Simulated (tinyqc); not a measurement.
Hueckel theory of the pi electrons with the omega technique, for the molecule C=CC=CC(=C)N (SMILES; centres numbered as the heavy atoms are written), step by step. Computed by tinyqc, a small Python program that keeps every step. Settings: charge = 0, omega = 1.4, damping = 0. Command: `OMP_NUM_THREADS=1 python tinyqc.py 25457 25458 out.jsonl` (the two numbers bound the seeds that draw the settings). One thread of a shared host (Intel(R) Xeon(R) Processor @ 2.60GHz), about 0.01 s of CPU time with the checks.

## The Hueckel matrix

Centres:
```
centre,"z_r, pi electrons of the neutral centre",h
1C,1,0.0000
2C,1,0.0000
3C,1,0.0000
4C,1,0.0000
5C,1,0.0000
6C,1,0.0000
7N,2,1.5000
```

Bonds:
```
i,j,k
1,2,1
2,3,1
3,4,1
4,5,1
5,6,1
5,7,0.8000
```

H_rr = alpha + h_r beta, H_rs = k_rs beta for bonded centres.

Hueckel matrix in units of beta (H = alpha + beta A), lower triangle:
```
,1C,2C,3C,4C,5C,6C,7N
1C,0.0000
2C,1.0000,0.0000
3C,0.0000,1.0000,0.0000
4C,0.0000,0.0000,1.0000,0.0000
5C,0.0000,0.0000,0.0000,1.0000,0.0000
6C,0.0000,0.0000,0.0000,0.0000,1.0000,0.0000
7N,0.0000,0.0000,0.0000,0.0000,0.8000,0.0000,1.5000
```

## Orbitals, round 1

pi electrons, sum of z_r less the charge = 8

Diagonalise; E = alpha + x beta with beta < 0, so the largest x are filled first; degenerate levels share their electrons. P = sum n_i c_ri c_si; each orbital has its largest coefficient positive (the first on a tie).

x values: 2.1394  1.5960  0.9635  0.4105  -0.4616  -1.3075  -1.8402

occupations: 2.0000  2.0000  2.0000  2.0000  0.0000  0.0000  0.0000

coefficients:
```
,MO1,MO2,MO3,MO4,MO5,MO6,MO7
1C,0.0650,0.3457,0.3874,0.4731,0.5361,-0.4159,-0.2050
2C,0.1390,0.5517,0.3732,0.1942,-0.2475,0.5438,0.3772
3C,0.2325,0.5348,-0.0278,-0.3934,-0.4219,-0.2952,-0.4892
4C,0.3583,0.3019,-0.4000,-0.3557,0.4422,-0.1579,0.5230
5C,0.5340,-0.0530,-0.3576,0.2473,0.2177,0.5016,-0.4732
6C,0.2496,-0.0332,-0.3711,0.6025,-0.4717,-0.3836,0.2571
7N,0.6682,-0.4416,0.5332,-0.1816,-0.0888,-0.1429,0.1133
```

charge and bond-order matrix P, lower triangle:
```
,1C,2C,3C,4C,5C,6C,7N
1C,0.9951
2C,0.8724,1.0014
3C,0.0063,0.4813,0.9912
4C,-0.3911,-0.0039,0.7916,1.0120
5C,-0.0102,-0.0808,0.0169,0.4608,0.9541
6C,0.2921,-0.0102,-0.3729,0.0271,0.8336,1.1284
7N,0.0228,0.0260,-0.0484,-0.0851,0.2893,-0.2517,1.9177
```

## Omega technique, round 1

h_r = h_r(0) + omega q_r, omega = 1.4, with q_r = z_r - P_rr.

matrix after round 1, lower triangle:
```
,1C,2C,3C,4C,5C,6C,7N
1C,0.0068
2C,1.0000,-0.0020
3C,0.0000,1.0000,0.0123
4C,0.0000,0.0000,1.0000,-0.0168
5C,0.0000,0.0000,0.0000,1.0000,0.0642
6C,0.0000,0.0000,0.0000,0.0000,1.0000,-0.1798
7N,0.0000,0.0000,0.0000,0.0000,0.8000,0.0000,1.6152
```

## Orbitals, round 2

As before.

x values: 2.2013  1.6195  0.9782  0.3597  -0.5016  -1.3178  -1.8393

occupations: 2.0000  2.0000  2.0000  2.0000  0.0000  0.0000  0.0000

coefficients:
```
,MO1,MO2,MO3,MO4,MO5,MO6,MO7
1C,0.0528,0.3389,0.4058,0.4874,0.5218,-0.4085,-0.2025
2C,0.1160,0.5466,0.3942,0.1720,-0.2653,0.5410,0.3738
3C,0.2027,0.5474,-0.0194,-0.4252,-0.3893,-0.3034,-0.4843
4C,0.3277,0.3331,-0.4129,-0.3197,0.4654,-0.1375,0.5229
5C,0.5242,-0.0022,-0.3914,0.3048,0.1637,0.4823,-0.4687
6C,0.2202,-0.0012,-0.3380,0.5651,-0.5085,-0.4238,0.2824
7N,0.7156,-0.4192,0.4915,-0.1942,-0.0618,-0.1315,0.1085
```

charge and bond-order matrix P, lower triangle:
```
,1C,2C,3C,4C,5C,6C,7N
1C,1.0397
2C,0.8703,0.9943
3C,-0.0377,0.4838,1.0437
4C,-0.3862,0.0047,0.7854,0.9821
5C,0.0333,-0.0846,-0.0339,0.4705,1.0419
6C,0.2989,-0.0224,-0.3795,0.0614,0.8400,0.9641
7N,0.0010,0.0284,-0.0228,-0.0921,0.2489,-0.2357,1.9342
```

## Omega technique, round 2

As before.

matrix after round 2, lower triangle:
```
,1C,2C,3C,4C,5C,6C,7N
1C,-0.0556
2C,1.0000,0.0080
3C,0.0000,1.0000,-0.0612
4C,0.0000,0.0000,1.0000,0.0250
5C,0.0000,0.0000,0.0000,1.0000,-0.0586
6C,0.0000,0.0000,0.0000,0.0000,1.0000,0.0502
7N,0.0000,0.0000,0.0000,0.0000,0.8000,0.0000,1.5921
```

## Convergence

Each round sets h_r = h_r(0) + omega (z_r - P_rr), keeping the share named as damping of the old diagonal; repeat until output and input diagonals agree to 1e-6.

Rounds:
```
round,sum n x,largest |h(out) - h(in)|
1,10.2187,1.80e-01
2,10.3173,2.30e-01
3,10.3208,3.33e-01
4,10.3494,5.13e-01
5,10.4412,7.77e-01
6,10.6415,1.15e+00
7,11.0278,1.49e+00
8,11.4416,1.76e+00
9,11.8347,1.91e+00
10,12.0326,2.00e+00
11,12.2150,2.04e+00
12,12.2394,2.07e+00
13,12.3290,2.09e+00
14,12.2958,2.09e+00
15,12.3588,2.10e+00
16,12.3101,2.10e+00
17,12.3663,2.10e+00
18,12.3137,2.10e+00
19,12.3681,2.10e+00
20,12.3146,2.10e+00
21,12.3686,2.10e+00
22,12.3148,2.10e+00
23,12.3687,2.10e+00
24,12.3149,2.10e+00
25,12.3688,2.10e+00
26,12.3149,2.10e+00
27,12.3688,2.10e+00
28,12.3149,2.10e+00
29,12.3688,2.10e+00
30,12.3149,2.10e+00
31,12.3688,2.10e+00
32,12.3149,2.10e+00
33,12.3688,2.10e+00
34,12.3149,2.10e+00
35,12.3688,2.10e+00
36,12.3149,2.10e+00
37,12.3688,2.10e+00
38,12.3149,2.10e+00
39,12.3688,2.10e+00
40,12.3149,2.10e+00
```

Not converged within 40 rounds: the residual has stopped falling: the iteration swings between two states. Reruns: damping 0.5: converged in 16; damping 0.8: not converged.
